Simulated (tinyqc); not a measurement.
Planar ballistic transistor, top-of-the-barrier model: two steps of the calculation.

At the top of the source barrier, states moving towards the drain are filled by the source (Fermi level 0) and states moving back by the drain (Fermi level -q Vd); nothing scatters. U is the shift of the band edge there, set by the capacitances CG, CD and CS (the total) and by the charge. Parabolic two-dimensional band; the source is grounded.

Parameters, values chosen for the exercise; mass and valleys close to those of gallium nitride:
```
symbol  value  unit                                                                 meaning
T         350     K                                                             temperature
m       0.202    m0                                                          effective mass
gv          1                                                             valley degeneracy
eox       3.9                                   relative permittivity of the gate insulator
tox       2.1    nm                                                     insulator thickness
aG       0.88                                                            gate control CG/CS
aD      0.033                                                           drain control CD/CS
E0       0.33    eV  band edge at the barrier top above the source Fermi level at zero bias
Vg        0.5     V                                                            gate voltage
Vd        0.5     V                                                           drain voltage
```

Constants: q = 1.602176634e-19 C, kB = 1.380649e-23 J/K, hbar = 1.054571817e-34 J s, m0 = 9.1093837015e-31 kg, Vt = kB T/q, eps0 = 8.8541878128e-14 F/cm where lengths are in cm. Results are converted to the units shown.

Question 1. Density of states, capacitances and charge at zero bias. N0 = gv m kB T/(pi hbar^2), CG = eps0 eox/tox, vT = sqrt(2 kB T/(pi m)), CS = CG/aG, n0 = n at U = 0 and Vd = 0. eta1 = -(E0 + U)/Vt, eta2 = eta1 - Vd/Vt, n = (N0/2)[F_0(eta1) + F_0(eta2)], F_0(x) = ln(1 + exp x). UL = -(aG Vg + aD Vd).

Find: N0; CG; CS; n0; UL.

Answer 1.

N0 = 2.5450e12 cm^-2
CG = 1.6443 uF/cm^2
CS = 1.8686 uF/cm^2
n0 = 4.5071e7 cm^-2
UL = -0.45650 eV

Question 2. Current, mean velocity and share of the gate voltage. I = q (N0/2) vT [F_(1/2)(eta1) - F_(1/2)(eta2)] per width, F_(1/2)(x) = (2/sqrt(pi)) int_0^infinity u^(1/2)/(1 + exp(u - x)) du. Mean velocity I/(q n). CQ = (q/Vt) dn/d(eta1); the band edge follows the gate as -dU/dVg = aG/(1 + CQ/CS).

converged U = -0.34665141 eV

Wanted: eta1; n; I; mean velocity; CQ; -dU/dVg.

Answer 2.

eta1 = 0.5521
n = 1.281e12 cm^-2
I = 305.8 uA/um
mean velocity = 1.490e7 cm/s
CQ = 4.290 uF/cm^2
-dU/dVg = 0.2670 eV/V

The carriers from the source are near degeneracy (eta1 = 0.552), and the mean velocity is 1.15 times vT = sqrt(2 kB T/(pi m)) = 1.29e7 cm/s.

Computed by the program tinyqc: `OMP_NUM_THREADS=1 python tinyqc.py 2400112 2400113 out.jsonl`, one thread of a shared Intel Xeon 2.30GHz, about 0.02 s for the whole run.
